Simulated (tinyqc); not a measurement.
# Changing the local temperature T

Model: Raman shift of the zone-centre optical phonon of a diamond-structure crystal under stress. Computed by tinyqc, a small Python program. Command: `OMP_NUM_THREADS=1 python tinyqc.py 3007147 3007148 out.jsonl ramanstress sweep`. One thread of a shared host (Intel(R) Xeon(R) Processor @ 2.30GHz), about 0.01 s of CPU time with the checks.

Axes x, y, z are the cube axes. Strain shifts the threefold optical mode and can split it; p, q and r are the phonon deformation potentials.

Inputs (values chosen for the exercise, modelled on germanium):
```
quantity,value,unit
unstrained frequency omega_0,300.3,1/cm
p/omega_0^2,-1.44,-
q/omega_0^2,-1.85,-
r/omega_0^2,-1.07,-
C11,127.8,GPa
C12,47.99,GPa
C44,66.07,GPa
stress sigma (tension positive),-1.1,GPa
polarisation angle phi,45,degree
temperature coefficient d omega/dT,-0.017,1/(cm K)
laser wavelength,632.8,nm
```

Stress state: biaxial. Axis: [001].

Constants: h = 6.62607015e-34 J s; c = 299792458 m/s; k_B = 1.380649e-23 J/K.

Method:
- S11 = (C11 + C12)/D, S12 = -C12/D, D = (C11 - C12)(C11 + 2 C12), S44 = 1/C44.
- Equal biaxial stress in the plane normal to the axis (unit vector n): sigma_ij = sigma (delta_ij - n_i n_j).
- eps_xx = S11 sigma_xx + S12 (sigma_yy + sigma_zz), and cyclic; eps_xy = S44 sigma_xy/2 (tensor strain).
- Secular matrix: M_xx = p eps_xx + q (eps_yy + eps_zz), M_xy = 2 r eps_xy; its eigenvalues are omega^2 - omega_0^2, and the shifts are these over 2 omega_0.
- Backscattering from a (001) surface: incident polarisation (cos phi, sin phi, 0). With Raman tensors (R_z)_xy = (R_z)_yx = 1 and cyclic, only the z component u_z of a mode counts: I = u_z^2 sin^2(2 phi) for parallel and u_z^2 cos^2(2 phi) for crossed polarisers. An unresolved line sits at the intensity-weighted shift, which is M_zz/(2 omega_0).
- A temperature above 300 K shifts the line by (d omega/dT)(T - 300 K); divided by the shift per stress it poses as a stress; the total shift adds it to the shift of the observed line. The anti-Stokes to Stokes ratio is [(omega_L + omega_0)/(omega_L - omega_0)]^3 exp(-h c omega_0/(k_B T)) in photon counts, omega_L = 1/wavelength, resonance effects left out.

One run for each value:
```
local temperature T (K),anti-Stokes/Stokes ratio,total shift (1/cm),apparent stress from heating (GPa)
300,0.26549,3.0948,0.0000
330,0.30263,2.5848,0.1813
370,0.34864,1.9048,0.4230
420,0.40064,1.0548,0.7251
480,0.45562,0.0348,1.0876
560,0.51814,-1.3252,1.5710
650,0.57656,-2.8552,2.1149
750,0.62999,-4.5552,2.7191
```

What does the table show, and why?

Over the rows, anti-Stokes/Stokes ratio rises from 0.265 to 0.630 (exponent d ln y / d ln x 1.4 between the first rows and 0.62 between the last); total shift (1/cm) falls from 3.09 to -4.56; apparent stress from heating (GPa) rises from 0 to 2.72. The intensity ratio is a Boltzmann factor and does not involve the stress in this model, so it separates heating from stress.

Extremes, crossings and ranges named in words are read from the listed rows.
